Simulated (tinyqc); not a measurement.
Inside a calculation. Method: plane-wave Kohn-Sham cycle with exchange-only LDA in a layered model solid. One step of it, computed by the program tinyqc.

Task: Iteration 1: potential. V_H(G) = 4 pi rho(G)/G^2 for G != 0 (uniform background); v_x = -(3 rho/pi)^(1/3); V = V_ext + V_H + v_x; Fourier components f(G_m) = (1/N) sum_j f(x_j) exp(-i G_m x_j).

A solid whose potential varies along x alone (atomic units):
```
parameter                      value
period a                   12.400000
cross-section of the cell  38.000000
electrons per cell                 2
grid points                       16
plane waves -n..n, n               3
k points                           1
V1 in V1 cos(2 pi x/a)     -0.520000
V2 in V2 cos(4 pi x/a)     -0.240000
```

density at the start, on the grid x_j = j a/N (e/bohr^3): [0.00424448, 0.00424448, 0.00424448, 0.00424448, 0.00424448, 0.00424448, 0.00424448, 0.00424448, 0.00424448, 0.00424448, 0.00424448, 0.00424448, 0.00424448, 0.00424448, 0.00424448, 0.00424448]

Give: Potentials on the grid; V(G_m), m = 0, 1, 2, ....

Result:

Potentials on the grid (hartree):
```
x          V_ext     V_H      v_x        V
0.0000   -0.7600  0.0000  -0.1594  -0.9194
0.7750   -0.6501  0.0000  -0.1594  -0.8096
1.5500   -0.3677  0.0000  -0.1594  -0.5271
2.3250   -0.0293  0.0000  -0.1594  -0.1887
3.1000    0.2400  0.0000  -0.1594   0.0806
3.8750    0.3687  0.0000  -0.1594   0.2093
4.6500    0.3677  0.0000  -0.1594   0.2083
5.4250    0.3107  0.0000  -0.1594   0.1513
6.2000    0.2800  0.0000  -0.1594   0.1206
6.9750    0.3107  0.0000  -0.1594   0.1513
7.7500    0.3677  0.0000  -0.1594   0.2083
8.5250    0.3687  0.0000  -0.1594   0.2093
9.3000    0.2400  0.0000  -0.1594   0.0806
10.0750  -0.0293  0.0000  -0.1594  -0.1887
10.8500  -0.3677  0.0000  -0.1594  -0.5271
11.6250  -0.6501  0.0000  -0.1594  -0.8096
```

V(G_m), m = 0, 1, 2, ... (hartree): [-0.1594, -0.2600, -0.1200, 0.0000, 0.0000, 0.0000, 0.0000]
